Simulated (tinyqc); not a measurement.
# Worked calculation: free and trapped electrons in a MOS channel with a dense trap tail

Computed by the program tinyqc: `OMP_NUM_THREADS=1 python tinyqc.py 2222016 2222017 out.jsonl`, one thread of a shared Intel Xeon 2.30GHz, about 0.03 s for the whole run. Printed values are rounded.

p-type body, charge-sheet picture, full ionisation (an idealisation for deep acceptors), Boltzmann statistics for free electrons. e = Ec - EF at the surface. Acceptor-like traps of density D(E) = D0 + De exp(-E/Ew) at depth E below Ec, from 0 to Eu, hold n_t = integral of D(E)/(1 + exp((e - E)/Vt)). psi = Eg - Vt ln(Nv/Na) - e; N_dep = sqrt(2 eps0 eps_r Na (psi - Vt)/q); n_f = sqrt(N_dep^2 + 2 eps0 eps_r Vt Nc exp(-e/Vt)/q) - N_dep; Vg = Vfb + psi + q (N_dep + n_t + n_f)/Cox, Cox = eps0 eox/tox.

Inputs (values chosen for the exercise); band and dielectric values close to those of 4H silicon carbide:
- T = 300 K (temperature)
- Eg = 3.23 eV (band gap)
- eps_r = 9.51 (relative permittivity)
- Nc = 1.7e19 cm^-3 (conduction-band density of states at T)
- Nv = 2.45e19 cm^-3 (valence-band density of states at T)
- eox = 3.9 (relative permittivity of the insulator)
- tox = 30 nm (insulator thickness)
- Na = 1.3e17 cm^-3 (acceptor density)
- Vfb = -2.03 V (flat-band voltage without trapped charge)
- D0 = 1.4e10 cm^-2 eV^-1 (constant background density of acceptor-like traps)
- De = 6.2e13 cm^-2 eV^-1 (density of the tail at the conduction edge)
- Ew = 0.13 eV (decay energy of the tail)
- Eu = 0.89 eV (depth below Ec down to which the traps reach)
- mf = 130 cm^2/(V s) (mobility of free electrons)
- e = 0.075 eV (Ec - EF at the surface)

Constants: q = 1.602176634e-19 C, kB = 1.380649e-23 J/K, Vt = kB T/q, eps0 = 8.8541878128e-14 F/cm where lengths are in cm. Results are converted to the units shown.

## Trapped charge

Trapezoid rule on 13 equal steps from 0 to Eu, f = 1/(1 + exp((e - E)/Vt)).

```
point     E (eV)  D(E) f (cm^-2 eV^-1)
0              0            3.23079e12
1      0.0684615            1.60115e13
2       0.136923            1.98320e13
3       0.205385            1.27040e13
4       0.273846            7.55359e12
5       0.342308            4.46873e12
6       0.410769            2.64501e12
7       0.479231            1.56786e12
8       0.547692            9.31701e11
9       0.616154            5.55988e11
10      0.684615            3.34095e11
11      0.753077            2.03046e11
12      0.821538            1.25649e11
13          0.89            7.99394e10
```

n_t = 4.69568e12 cm^-2

With 1600 steps n_t = 4.731e12 cm^-2; the coarse value is 0.74 % below it.

## Charges and gate voltage

psi, N_dep, n_f and Vg as defined, with the n_t given; free share n_f/(n_f + n_t); apparent mobility mf n_f/(n_f + n_t); gate voltage spent on traps q n_t/Cox.

psi = 3.01956 V
N_dep = 2.02256e12 cm^-2
n_f = 6.18200e10 cm^-2
Vg = 10.4270 V
free share = 1.29942 %
apparent mobility = 1.68925 cm^2/(V s)
gate voltage spent on traps = 6.53607 V
